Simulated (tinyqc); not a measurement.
Mirror strength against the number of periods: longitudinal sound in a periodic multilayer: transfer matrices, stop bands and folded phonons. Computed by tinyqc, a small Python program. Command: `OMP_NUM_THREADS=1 python tinyqc.py 3029349 3029350 out.jsonl multilayer walk`. One thread of a shared host (Intel(R) Xeon(R) Processor @ 2.30GHz), about 0.01 s of CPU time with the checks.

Layers 1 and 2 repeat with period d = d_1 + d_2; waves travel normal to the layers, without loss. State vector (u, s): displacement u and stress divided by omega. Impedances Z = rho v are in 1e6 kg/(m^2 s).

Inputs (values chosen for the exercise, modelled on silica (layer 1), hafnia (layer 2) and gallium arsenide (substrate)):

| quantity | value | unit |
|---|---|---|
| density rho_1 | 2.24 | g/cm^3 |
| velocity v_1 | 5950 | m/s |
| thickness d_1 | 26.1 | nm |
| density rho_2 | 9.76 | g/cm^3 |
| velocity v_2 | 5430 | m/s |
| thickness d_2 | 22.5 | nm |
| substrate density | 5.24 | g/cm^3 |
| substrate velocity | 4660 | m/s |
| frequency f | 24.2 | GHz |

Method:
- Z = rho v; interface reflection r = (Z_2 - Z_1)/(Z_2 + Z_1) (stress amplitude, from 1 into 2); Bragg frequency f_B = 1/[2 (d_1/v_1 + d_2/v_2)]; long-wave velocity v_eff = d/sqrt[(d_1/v_1)^2 + (d_2/v_2)^2 + (Z_1/Z_2 + Z_2/Z_1)(d_1/v_1)(d_2/v_2)].
- A layer maps (u, s) by [[cos p, sin p/Z], [-Z sin p, cos p]], p = 2 pi f d_i/v_i; one period is M = M_2 M_1, and cos(q d) = trace(M)/2.
- For N periods A = M^N. A wave comes from a thick layer of material 1 and leaves into the substrate (Z_s): transmitted power T = 4 Z_1 Z_s/|Z_1 A_22 + Z_s A_11 - i (Z_1 Z_s A_12 - A_21)|^2, reflected power R = 1 - T.

Bragg frequency f_B = 58.6153 GHz

Z_2 = 52.9968

Z_1 = 13.328

Z of the substrate = 24.4184

trace(M)/2 = -0.135661

Transmitted power:

| N | T at f_B | T at f_B (dB) | T at f |
|---|---|---|---|
| 1 | 0.37267 | -4.2867 | 0.60711 |
| 2 | 0.029000 | -15.376 | 0.79769 |
| 3 | 0.0018639 | -27.296 | 0.68539 |
| 4 | 1.1827e-04 | -39.271 | 0.68641 |
| 6 | 4.7538e-07 | -63.230 | 0.60774 |
| 8 | 1.9106e-09 | -87.188 | 0.56662 |
| 12 | 3.0865e-14 | -135.11 | 0.59238 |
| 16 | 4.9859e-19 | -183.02 | 0.76397 |
| 24 | 1.3011e-28 | -278.86 | 0.86333 |

What does the comparison show, and why?

At f_B each further period removes 11.98 dB at large N, which is 20 log10 of the impedance ratio, 11.99 dB, as for a quarter-wave stack; 99 % reflection needs N = 3 among these rows. At f, in a pass band, T does not decay with N. Values below about 1e-6 belong to the ideal stack: roughness and scattering into other modes, left out here, set a floor in a real one.
